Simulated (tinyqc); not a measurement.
A longer run and its error bar: q-state Potts model on a small periodic square lattice: enumeration, Metropolis, heat-bath and Wolff steps. Computed by tinyqc, a small Python program. Command: `OMP_NUM_THREADS=1 python tinyqc.py 3110237 3110238 out.jsonl potts walk`. One thread of a shared host (Intel(R) Xeon(R) Processor @ 2.30GHz), about 0.1 s of CPU time with the checks.

E = -J x (number of nearest-neighbour bonds with equal states); n x n sites with periodic edges have 2 n^2 bonds. Order parameter m = (q f - 1)/(q - 1), f being the largest share of one state. Sites are numbered row by row from 0. Here q = 4 and n = 3.

Inputs (values chosen for the exercise, for a model of domains or grain orientations):

| quantity | value | unit |
|---|---|---|
| number of states q | 4 | - |
| edge n | 3 | - |
| coupling J | 73 | meV |
| temperature T | 1210 | K |
| seed | 224485 | - |

Update: heat bath.

Constants: k_B = 8.617333262e-05 eV/K.

Method:
- K = J/(k_B T); the infinite square lattice orders at K_c = ln(1 + sqrt(q)); Wolff bond probability p = 1 - exp(-K).
- All q^(n^2) states are counted by their number b of equal bonds; weights g(b) exp(K b), K = J/(k_B T). Per site: u = -J <b>/n^2, c/k_B = K^2 (<b^2> - <b>^2)/n^2.
- ln Z = ln sum g(b) exp(K b); entropy per site s/k_B = (ln Z - K <b>)/n^2.
- After 400 updates are discarded, b is recorded for 4000 sweeps of n^2 steps of the update named (random numbers not printed, so these rows are one sample). Records are averaged in blocks; the error is the scatter of block means over sqrt(number of blocks), and the last column its square over that for single records.

start states:
```
   1  2  3
1  2  1  1
2  2  3  3
3  0  0  2
```

K = 0.700107

<b> = 8.92899

Blocking:

| block length | mean b | error | variance ratio |
|---|---|---|---|
| 1 | 9.0235 | 0.05764 | 1.0000 |
| 4 | 9.0235 | 0.08415 | 2.1311 |
| 16 | 9.0235 | 0.10124 | 3.0847 |
| 40 | 9.0235 | 0.10078 | 3.0570 |
| 100 | 9.0235 | 0.11447 | 3.9434 |

What follows from these numbers?

The run gives 9.024 +/- 0.101 (blocks of 40) against the exact 8.929, a difference of 0.9 error bars. Single records understate the error by a factor of about 1.7, because successive records are correlated.

Extremes, crossings and ranges named in words are read from the listed rows.
